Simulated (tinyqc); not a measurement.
# Gain factor and gap resistance from two string resistances

Question. At small bit-line voltage each of the 64 cells has the resistance 1/(K x) at overdrive x (no mobility reduction) in series with a gap resistance Rg. Find K, Rg and the share of the gaps at the higher overdrive.

resistance of a string of 64 equal cells at overdrives of 4.1 and 8.7 V (kohm): [2445.0143, 1213.1585]

Solution. The resistance per cell is a straight line in 1/x with slope 1/K and intercept Rg.

K = 6.700 uA/V^2
Rg = 1.800 kohm
share of the gaps = 9.496 %

Computed by the program tinyqc: `OMP_NUM_THREADS=1 python tinyqc.py 2142054 2142055 out.jsonl`, one thread of a shared Intel Xeon 2.30GHz, about 0.8 s for the whole run.
